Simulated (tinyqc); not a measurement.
From results back to parameters: donor level screened by free carriers (Yukawa potential). Five cases, with inputs chosen for the exercise.

Problem. With Debye screening alone, ks^2 = 4 pi q n/(eps kB T), 1e18/cm^3 = 1e-6/angstrom^3. The converged binding was computed from a hidden density.

Potential -(q/(eps r)) exp(-ks r), q = e^2/(4 pi eps0). In units Ry* = Ry m/eps^2 and a* = a0 eps/m the problem is [-Laplacian - 2 exp(-x r)/r] psi = E psi with x = ks a*.

Converged values use 18 functions exp(-z r), z = 1.55^i, i = -11 to 6: S = 2/A^3, H = z_i z_j S - 2/(A + x)^2, A = z_i + z_j.

Constants: e^2/(4 pi eps0) = 14.39964547 eV angstrom; kB = 8.617333262e-05 eV/K.

Case 1.

Values chosen (out of a larger set: near those of a donor in Ge, with one mean mass; not measured data): eps = 16.3 (dielectric constant); T = 77 K (temperature).

Ry* = 8.552 meV
a* = 51.65 angstrom
binding = 3.6030 meV

Case 2.

Values chosen (out of a larger set: near those of a donor in Si, with one mean mass; not measured data): eps = 11.4 (dielectric constant); T = 400 K (temperature).

Ry* = 31.303 meV
a* = 20.18 angstrom
binding = 17.0588 meV

Case 3.

Values chosen (out of a larger set: near those of a donor in 4H SiC, with one mean mass; not measured data): eps = 9.8 (dielectric constant); T = 77 K (temperature).

Ry* = 56.525 meV
a* = 13.00 angstrom
binding = 15.8416 meV

Case 4.

Values chosen (out of a larger set: near those of a donor in GaAs, with one mean mass; not measured data): eps = 13.1 (dielectric constant); T = 77 K (temperature).

Ry* = 5.153 meV
a* = 106.65 angstrom
binding = 2.0882 meV

Case 5.

Values chosen (out of a larger set: near those of a donor in GaAs, with one mean mass; not measured data): eps = 13.1 (dielectric constant); T = 200 K (temperature).

Ry* = 5.550 meV
a* = 99.03 angstrom
binding = 1.0427 meV

Find: x; n.

Solution. The binding in Ry* falls steadily with x, so bisection gives x; then n = (x/a*)^2 eps kB T/(4 pi q).

Case 1.

x = 0.378
n = 0.032 x 1e18/cm^3

Case 2.

x = 0.277
n = 0.41 x 1e18/cm^3

Case 3.

x = 0.518
n = 0.57 x 1e18/cm^3

Case 4.

x = 0.392
n = 0.0065 x 1e18/cm^3

Case 5.

x = 0.633
n = 0.051 x 1e18/cm^3

Computed by tinyqc, one run a case: `OMP_NUM_THREADS=1 python tinyqc.py N N+1 out.jsonl` with N = 1281381, 1281403, 1281406, 1281526, 1281558; one thread of a shared Intel(R) Xeon(R) Processor @ 2.30GHz, about 0.02 s a run at most.
